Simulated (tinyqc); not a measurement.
Active against total: solid solubility of a dopant against its melt (retrograde solidus), clustering and the electrically active fraction. Computed by tinyqc, a small Python program. Command: `OMP_NUM_THREADS=1 python tinyqc.py 3015621 3015622 out.jsonl retro walk`. One thread of a shared host (Intel(R) Xeon(R) Processor @ 2.30GHz), about 0.01 s of CPU time with the checks.

Inputs (values chosen for the exercise, for a model dopant):
```
quantity                                      value            unit
atoms per cluster m                               4               -
cluster scale N* at 1273 K                  4.1e+20          1/cm^3
activation energy E_b of the cluster scale     0.32              eV
anneal temperature T_a                         1375               K
prefactor of n_i                              4e+16  1/(cm^3 K^1.5)
energy E_i in n_i                             0.608              eV
```

Clustering: clusters that take up free electrons.

Constants: k_B = 8.617333262e-05 eV/K.

Method. A highly soluble donor (another dopant than that of the solidus) is limited by clustering. Donors N_a are active, and clusters hold m atoms each: N_t = N_a + m C, m C = N* (N_a/N*)^m (n/N*)^m, each atom taking one electron, n = N_a/2 + sqrt(N_a^2/4 + n_i^2), n_i = prefactor x T^1.5 exp(-E_i/(k_B T)), with N*(T) = N*(1273 K) exp[-(E_b/k_B)(1/T - 1/1273)].

Active density (1/cm^3):
```
N_t (1/cm^3)  N_a at T_a  fraction  N_a at T_a + 150 K  N_a at T_a - 150 K
1.00e+19      1.0000e+19   1.00000          1.0000e+19          1.0000e+19
3.00e+19      3.0000e+19   1.00000          3.0000e+19          3.0000e+19
1.00e+20      9.9999e+19   0.99999          1.0000e+20          9.9988e+19
2.00e+20      1.9971e+20   0.99855          1.9995e+20          1.9736e+20
5.00e+20      4.0984e+20   0.81967          4.6269e+20          3.3183e+20
1.00e+21      5.0689e+20   0.50689          6.1898e+20          3.8984e+20
2.00e+21      5.7864e+20   0.28932          7.2032e+20          4.3844e+20
5.00e+21      6.6522e+20   0.13304          8.3492e+20          5.0046e+20
```

What follows from these numbers?

The exponent d ln N_a/d ln N_t falls from 1.00 to 0.15, towards 1/(2m) = 0.125. At the highest dose a 150 K hotter anneal gives 1.26 times the active density, and a later step 150 K cooler would cut it to 0.75 if it ran to equilibrium: short hot anneals come last.

Extremes, crossings and ranges named in words are read from the listed rows.
